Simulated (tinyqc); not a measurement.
Worked calculation: Ewald sum of point charges, bcc lattice in a neutralising background. Computed by tinyqc, a small Python program that keeps every step. Command: `OMP_NUM_THREADS=1 python tinyqc.py 27615 27616 out.jsonl` (the two numbers bound the seeds that draw the settings). One thread of a shared host (Intel(R) Xeon(R) Processor @ 2.60GHz), about 0.03 s of CPU time with the checks.

## Ewald sum with eta = 0.516 1/bohr

cell vectors (rows) (bohr):
```
          1         2         3
1  6.800000  0.000000  0.000000
2  0.000000  6.800000  0.000000
3  0.000000  0.000000  6.800000
```

Charges:
```
q               f1        f2        f3
1.000000  0.000000  0.000000  0.000000
1.000000  0.500000  0.500000  0.500000
```

Real space: 1/2 sum q_i q_j erfc(eta r)/r over all images with r > 0; reciprocal space: (2 pi/V) sum_(G != 0) exp(-G^2/4 eta^2)/G^2 |S(G)|^2 with S(G) = sum q exp(i G.r); self term -eta/sqrt(pi) sum q^2; background -pi Q^2/(2 V eta^2), Q the total charge.

Real-space shells (first ones):
```
r (bohr)   pairs  sum (hartree)
5.888973      16       0.000023
6.800000      12       6.15e-07
9.616652      24              0
11.276524     48              0
```

Reciprocal shells (first ones that count):
```
G^2 (1/bohr^2)  vectors  sum (hartree)
1.707544             12       0.113037
3.415088              6       0.005687
5.122632             24       0.003052
6.830176             12       0.000230
8.537720             24       0.000074
10.245264             8       4.14e-06
11.952808            48       4.29e-06
13.660352             6       9.44e-08
15.367896            36       1.01e-07
17.075440            24       1.22e-08
18.782984            24       2.24e-09
20.490528            24       4.13e-10
```

## The total does not depend on eta

The same sums for other eta.

Totals (hartree per cell):
```
eta           real  reciprocal       self  background        total
0.516000  0.000024    0.122089  -0.582244   -0.075051  -0.53518139
0.793000  5.43e-11    0.391400  -0.894805   -0.031777  -0.53518139
0.908000         0    0.513624  -1.024568   -0.024237  -0.53518139
```

shortest distance = 5.888973 bohr
